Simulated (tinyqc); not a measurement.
Inside a calculation. Method: Pariser-Parr-Pople SCF with singles CI, for the molecule [CH2+]c1ccccc1 (SMILES; centres numbered as the heavy atoms are written). Computed by tinyqc, a small Python program that keeps every step. Settings: charge = 1, gamma = MN, start = core, damping = 0.3, iteration cap = 88, excitations kept = 6. Command: `OMP_NUM_THREADS=1 python tinyqc.py 24084 24085 out.jsonl` (the two numbers bound the seeds that draw the settings). One thread of a shared host (Intel(R) Xeon(R) Processor @ 2.60GHz), about 0.01 s of CPU time with the checks. Later iterations appear only in the table of the cycle.

## PPP integrals

Centres (angstrom, eV; a flat drawing with bonds scaled to 1.40 angstrom):
```
centre          x          y  core charge z          W   gamma_rr
1C       2.400000   0.000000              1  11.160000  11.130000
2C       1.000000   0.000000              1  11.160000  11.130000
3C       0.300000   1.212000              1  11.160000  11.130000
4C      -1.100000   1.212000              1  11.160000  11.130000
5C      -1.800000   0.000000              1  11.160000  11.130000
6C      -1.100000  -1.212000              1  11.160000  11.130000
7C       0.300000  -1.212000              1  11.160000  11.130000
```

Resonance integrals (eV):
```
i  j       beta
1  2  -2.390000
2  3  -2.390000
3  4  -2.390000
4  5  -2.390000
5  6  -2.390000
6  7  -2.390000
7  2  -2.390000
```

Mataga-Nishimoto: gamma = 14.399645/(R + a), a = 2 x 14.399645/(gamma_rr + gamma_ss); H_rr = -W_r - sum_(s != r) z_s gamma_rs; H_rs = beta for bonds.

repulsion gamma_rs (eV), order 1C, 2C, 3C, 4C, 5C, 6C, 7C:
$$\begin{pmatrix}
11.130000 & 5.345539 & 3.872515 & 2.881267 & 2.621087 & 2.881267 & 3.872515 \\
5.345539 & 11.130000 & 5.346287 & 3.872515 & 3.517455 & 3.872515 & 5.346287 \\
3.872515 & 5.346287 & 11.130000 & 5.345539 & 3.872515 & 3.518103 & 3.873196 \\
2.881267 & 3.872515 & 5.345539 & 11.130000 & 5.346287 & 3.873196 & 3.518103 \\
2.621087 & 3.517455 & 3.872515 & 5.346287 & 11.130000 & 5.346287 & 3.872515 \\
2.881267 & 3.872515 & 3.518103 & 3.873196 & 5.346287 & 11.130000 & 5.345539 \\
3.872515 & 5.346287 & 3.873196 & 3.518103 & 3.872515 & 5.345539 & 11.130000
\end{pmatrix}$$

core matrix H (eV), order 1C, 2C, 3C, 4C, 5C, 6C, 7C:
$$\begin{pmatrix}
-32.634190 & -2.390000 & 0.000000 & 0.000000 & 0.000000 & 0.000000 & 0.000000 \\
-2.390000 & -38.460598 & -2.390000 & 0.000000 & 0.000000 & 0.000000 & -2.390000 \\
0.000000 & -2.390000 & -36.988155 & -2.390000 & 0.000000 & 0.000000 & 0.000000 \\
0.000000 & 0.000000 & -2.390000 & -35.996907 & -2.390000 & 0.000000 & 0.000000 \\
0.000000 & 0.000000 & 0.000000 & -2.390000 & -35.736146 & -2.390000 & 0.000000 \\
0.000000 & 0.000000 & 0.000000 & 0.000000 & -2.390000 & -35.996907 & -2.390000 \\
0.000000 & -2.390000 & 0.000000 & 0.000000 & 0.000000 & -2.390000 & -36.988155
\end{pmatrix}$$

## Starting guess

pi electrons, sum of z_r less the charge = 6

Orbitals of the core matrix H.

P at the start, order 1C, 2C, 3C, 4C, 5C, 6C, 7C:
$$\begin{pmatrix}
0.109889 & 0.374015 & 0.144802 & -0.062763 & -0.134172 & -0.062763 & 0.144802 \\
0.374015 & 1.311278 & 0.575044 & -0.077678 & -0.299667 & -0.077678 & 0.575044 \\
0.144802 & 0.575044 & 0.968788 & 0.698690 & 0.160209 & -0.280477 & -0.234266 \\
-0.062763 & -0.077678 & 0.698690 & 0.916895 & 0.633954 & 0.119949 & -0.280477 \\
-0.134172 & -0.299667 & 0.160209 & 0.633954 & 0.807467 & 0.633954 & 0.160209 \\
-0.062763 & -0.077678 & -0.280477 & 0.119949 & 0.633954 & 0.916895 & 0.698690 \\
0.144802 & 0.575044 & -0.234266 & -0.280477 & 0.160209 & 0.698690 & 0.968788
\end{pmatrix}$$

## Iteration 1: Fock matrix

F_rr = H_rr + P_rr gamma_rr / 2 + sum_(s != r) P_ss gamma_rs; F_rs = H_rs - P_rs gamma_rs / 2; E = tr P (H + F) / 2 + core repulsion sum_(r<s) z_r z_s gamma_rs.

F (eV), order 1C, 2C, 3C, 4C, 5C, 6C, 7C:
$$\begin{pmatrix}
-10.109797 & -3.389657 & -0.280374 & 0.090419 & 0.175839 & 0.090419 & -0.280374 \\
-3.389657 & -10.275473 & -3.927175 & 0.150404 & 0.527032 & 0.150404 & -3.927175 \\
-0.280374 & -3.927175 & -9.154571 & -4.257438 & -0.310206 & 0.493374 & 0.453679 \\
0.090419 & 0.150404 & -4.257438 & -9.044570 & -4.084649 & -0.232292 & 0.493374 \\
0.175839 & 0.527032 & -0.310206 & -4.084649 & -9.034944 & -4.084649 & -0.310206 \\
0.090419 & 0.150404 & 0.493374 & -0.232292 & -4.084649 & -9.044570 & -4.257438 \\
-0.280374 & -3.927175 & 0.453679 & 0.493374 & -0.310206 & -4.257438 & -9.154571
\end{pmatrix}$$

pi energy = -78.770679 eV

## Iteration 1: orbitals and new P

Diagonalise F (the basis is taken as orthonormal) and form P = 2 sum c c over the lowest orbitals; 0.3 of the old P is kept.

orbital energies (eV): [-17.405320, -14.961516, -13.977717, -9.182988, -4.442811, -4.365172, -1.482974]

P after iteration 1, order 1C, 2C, 3C, 4C, 5C, 6C, 7C:
$$\begin{pmatrix}
0.340451 & 0.576433 & 0.232797 & -0.099179 & -0.229458 & -0.099179 & 0.232797 \\
0.576433 & 1.131989 & 0.525594 & -0.033203 & -0.243110 & -0.033203 & 0.525594 \\
0.232797 & 0.525594 & 0.906145 & 0.707328 & 0.167438 & -0.283979 & -0.213207 \\
-0.099179 & -0.033203 & 0.707328 & 0.945825 & 0.630729 & 0.065177 & -0.283979 \\
-0.229458 & -0.243110 & 0.167438 & 0.630729 & 0.823620 & 0.630729 & 0.167438 \\
-0.099179 & -0.033203 & -0.283979 & 0.065177 & 0.630729 & 0.945825 & 0.707328 \\
0.232797 & 0.525594 & -0.213207 & -0.283979 & 0.167438 & 0.707328 & 0.906145
\end{pmatrix}$$

## Iteration 2: Fock matrix

As before.

F (eV), order 1C, 2C, 3C, 4C, 5C, 6C, 7C:
$$\begin{pmatrix}
-10.061241 & -3.930673 & -0.450755 & 0.142880 & 0.300715 & 0.142880 & -0.450755 \\
-3.930673 & -10.429674 & -3.794989 & 0.064289 & 0.427563 & 0.064289 & -3.794989 \\
-0.450755 & -3.794989 & -9.492506 & -4.280525 & -0.324203 & 0.499533 & 0.412896 \\
0.142880 & 0.064289 & -4.280525 & -9.270396 & -4.076029 & -0.126222 & 0.499533 \\
0.300715 & 0.427563 & -0.324203 & -4.076029 & -9.147204 & -4.076029 & -0.324203 \\
0.142880 & 0.064289 & 0.499533 & -0.126222 & -4.076029 & -9.270396 & -4.280525 \\
-0.450755 & -3.794989 & 0.412896 & 0.499533 & -0.324203 & -4.280525 & -9.492506
\end{pmatrix}$$

pi energy = -79.657648 eV

## Iteration 2: orbitals and new P

As before.

orbital energies (eV): [-17.800014, -15.227368, -14.319976, -8.824382, -4.729601, -4.483075, -1.779508]

P after iteration 2, order 1C, 2C, 3C, 4C, 5C, 6C, 7C:
$$\begin{pmatrix}
0.462025 & 0.666250 & 0.263674 & -0.117514 & -0.269866 & -0.117514 & 0.263674 \\
0.666250 & 1.056478 & 0.494530 & -0.015076 & -0.212069 & -0.015076 & 0.494530 \\
0.263674 & 0.494530 & 0.878534 & 0.715388 & 0.180692 & -0.279796 & -0.212833 \\
-0.117514 & -0.015076 & 0.715388 & 0.953656 & 0.624705 & 0.045024 & -0.279796 \\
-0.269866 & -0.212069 & 0.180692 & 0.624705 & 0.817115 & 0.624705 & 0.180692 \\
-0.117514 & -0.015076 & -0.279796 & 0.045024 & 0.624705 & 0.953656 & 0.715388 \\
0.263674 & 0.494530 & -0.212833 & -0.279796 & 0.180692 & 0.715388 & 0.878534
\end{pmatrix}$$

## Convergence

Stop when output and input P, before any damping, agree to 1e-7.

Course of the cycle:
```
iteration        E (eV)  largest |P(out) - P(in)|
1          -78.77067898                  3.29e-01
2          -79.65764760                  1.74e-01
3          -80.02067263                  7.99e-02
4          -80.14631729                  3.47e-02
5          -80.18693854                  1.48e-02
6          -80.19969693                  6.27e-03
7          -80.20365365                  2.69e-03
8          -80.20487386                  1.18e-03
9          -80.20524923                  5.29e-04
10         -80.20536461                  2.46e-04
11         -80.20540007                  1.18e-04
...                 ...                       ...
14         -80.20541536                  2.16e-05
15         -80.20541568                  1.25e-05
16         -80.20541578                  7.29e-06
17         -80.20541581                  4.24e-06
18         -80.20541582                  2.46e-06
19         -80.20541582                  1.43e-06
20         -80.20541582                  8.35e-07
21         -80.20541582                  4.86e-07
22         -80.20541582                  2.84e-07
23         -80.20541582                  1.67e-07
24         -80.20541582                  9.82e-08
```

Converged in 24 iterations.

## Converged orbitals

Charges are z - P_rr.

orbital energies (eV): [-18.053365, -15.424144, -14.651582, -8.520762, -5.010551, -4.573843, -2.062126]

coefficients, order 1C, 2C, 3C, 4C, 5C, 6C, 7C:
$$\begin{pmatrix}
0.313734 & -0.426342 & 0.000000 & 0.724148 & 0.000000 & -0.405088 & -0.176968 \\
0.546437 & -0.455644 & 0.000000 & -0.090061 & 0.000000 & 0.561314 & 0.413051 \\
0.398806 & -0.029874 & 0.516621 & -0.391148 & -0.482807 & -0.188958 & -0.389049 \\
0.315039 & 0.383733 & 0.482807 & 0.026007 & 0.516621 & -0.292159 & 0.409226 \\
0.293914 & 0.560656 & 0.000000 & 0.400190 & 0.000000 & 0.527927 & -0.400526 \\
0.315039 & 0.383733 & -0.482807 & 0.026007 & -0.516621 & -0.292159 & 0.409226 \\
0.398806 & -0.029874 & -0.516621 & -0.391148 & 0.482807 & -0.188958 & -0.389049
\end{pmatrix}$$

pi charges: 1C 0.439608, 2C -0.012409, 3C 0.146327, 4C 0.040794, 5C 0.198559, 6C 0.040794, 7C 0.146327

## Singles CI, singlets

Over the 6 single excitations with the smallest orbital gaps: A = (e_a - e_i) delta + 2 (ia|jb) - (ij|ab), with (pq|rs) = sum c_mp c_mq gamma_mn c_nr c_ns. f = 2/3 w |mu|^2 in atomic units, mu = sqrt2 sum c_ia sum_m c_mi c_ma R_m.

singlet CI matrix (eV), order 3>4, 2>4, 1>4, 3>5, 3>6, 2>5:
$$\begin{pmatrix}
2.861767 & 0.000000 & 0.000000 & 0.000000 & 0.184987 & -0.424800 \\
0.000000 & 4.452201 & 0.054507 & 0.443515 & 0.000000 & 0.000000 \\
0.000000 & 0.054507 & 6.136570 & 0.316877 & 0.000000 & 0.000000 \\
0.000000 & 0.443515 & 0.316877 & 6.737087 & 0.000000 & 0.000000 \\
0.184987 & 0.000000 & 0.000000 & 0.000000 & 6.400423 & -0.652912 \\
-0.424800 & 0.000000 & 0.000000 & 0.000000 & -0.652912 & 6.785113
\end{pmatrix}$$

singlet excitation energies (eV): [2.812531, 4.369118, 5.915639, 6.009139, 6.947600, 7.319133]

oscillator strengths: [0.073227, 0.719674, 0.022550, 0.254560, 0.712024, 0.820841]

## Singles CI, triplets

Over the 6 single excitations with the smallest orbital gaps: A = (e_a - e_i) delta - (ij|ab), with (pq|rs) = sum c_mp c_mq gamma_mn c_nr c_ns.

triplet CI matrix (eV), order 3>4, 2>4, 1>4, 3>5, 3>6, 2>5:
$$\begin{pmatrix}
1.708972 & 0.000000 & 0.000000 & 0.000000 & -0.535606 & -0.120944 \\
0.000000 & 1.990123 & 0.758325 & -0.120944 & 0.000000 & 0.000000 \\
0.000000 & 0.758325 & 4.558740 & -0.709471 & 0.000000 & 0.000000 \\
0.000000 & -0.120944 & -0.709471 & 3.681334 & 0.000000 & 0.000000 \\
-0.535606 & 0.000000 & 0.000000 & 0.000000 & 5.344945 & 0.356000 \\
-0.120944 & 0.000000 & 0.000000 & 0.000000 & 0.356000 & 5.596475
\end{pmatrix}$$

triplet excitation energies (eV): [1.630507, 1.780096, 3.327793, 5.122308, 5.130109, 5.889776]
